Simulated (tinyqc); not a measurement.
# Electron continuity equation in a given potential, Scharfetter-Gummel discretisation: error of the current against the mesh

Steady state in one dimension: J = q mu n E + q D dn/dx with E = -dpsi/dx and D = mu Vt, dJ/dx = q (n/tau - G), fixed densities nL and nR at the ends. The potential is given, psi = U x/L - Ub exp(-((x/L - xb)/sb)^2), and is not changed by the electrons.

Fluxes J_i = (q D/h)(n_(i+1) P_i - n_i Q_i), d_i = (psi_(i+1) - psi_i)/Vt: Scharfetter-Gummel P = B(d), Q = B(-d), B(d) = d/(exp(d) - 1); central P = 1 - d/2, Q = 1 + d/2; upwind P = 1 + max(-d, 0), Q = 1 + max(d, 0). Balance at each inner node: J_i - J_(i-1) = q h (n_i/tau - G). The reference is Scharfetter-Gummel on 4000 intervals or more. Errors are those of J on the first interval against the reference at its midpoint; errors under 1e-6 % are printed as 0.

Values chosen for this exercise; mobility close to that of germanium at room temperature:

| symbol | value | unit | meaning |
|---|---|---|---|
| T | 400 | K | temperature |
| mu | 3850 | cm^2/(V s) | electron mobility |
| L | 0.3 | um | length of the region |
| nL | 1.1e14 | cm^-3 | density at x = 0 |
| nR | 0 | cm^-3 | density at x = L |
| tau | 5.4e-13 | s | lifetime |
| G | 0 | cm^-3 s^-1 | uniform generation rate |
| U | -1.8 | V | potential difference psi(L) - psi(0) |
| Ub | 0.18 | V | depth of the dip in psi (a barrier for electrons) |
| xb | 0.58 |  | position of the barrier over L |
| sb | 0.09 |  | width of the barrier over L |

Constants: q = 1.602176634e-19 C, kB = 1.380649e-23 J/K, Vt = kB T/q. Results are converted to the units shown.

Result of one run:

| N | largest \|d\| | reference J (A/cm^2) | SG error (%) | central error (%) | upwind error (%) |
|---|---|---|---|---|---|
| 5 | 15.32 | -0.09834 | -94.5 | -1.53e6 | 1.80e4 |

What becomes of these results when the number of intervals N is changed from 5 to 10, all else the same?

Result of the changed run:

| N | largest \|d\| | reference J (A/cm^2) | SG error (%) | central error (%) | upwind error (%) |
|---|---|---|---|---|---|
| 10 | 7.823 | -1.355 | -61.7 | -2320 | 1250 |

The whole series:

| N | largest \|d\| | reference J (A/cm^2) | SG error (%) | central error (%) | upwind error (%) |
|---|---|---|---|---|---|
| 5 | 15.32 | -0.09834 | -94.5 | -1.53e6 | 1.80e4 |
| 10 | 7.823 | -1.355 | -61.7 | -2320 | 1250 |
| 20 | 4.914 | -5.028 | -23.8 | -213 | 267 |
| 40 | 2.530 | -9.688 | -6.82 | -33.3 | 91.5 |
| 80 | 1.272 | -13.45 | -1.77 | -6.64 | 38.4 |
| 160 | 0.6371 | -15.84 | -0.446 | -1.48 | 17.6 |

From N = 80 to 160 the error shrinks by 4.0 (Scharfetter-Gummel), 4.5 (central), 2.2 (upwind); 4 marks second order and 2 first order. At N = 5 the errors are -94, -1.5e6 and 18000 %. The central densities go negative for N = 5, 10, 20, 40, so its current there is not to be trusted, whatever its error.

Range of the model: The drift velocity mu E exceeds 1e7 cm/s somewhere, where real mobilities no longer stay constant.

Program tinyqc, `OMP_NUM_THREADS=1 python tinyqc.py 2220044 2220045 out.jsonl`; Intel Xeon 2.30GHz, shared host, one thread, about 0.01 s.
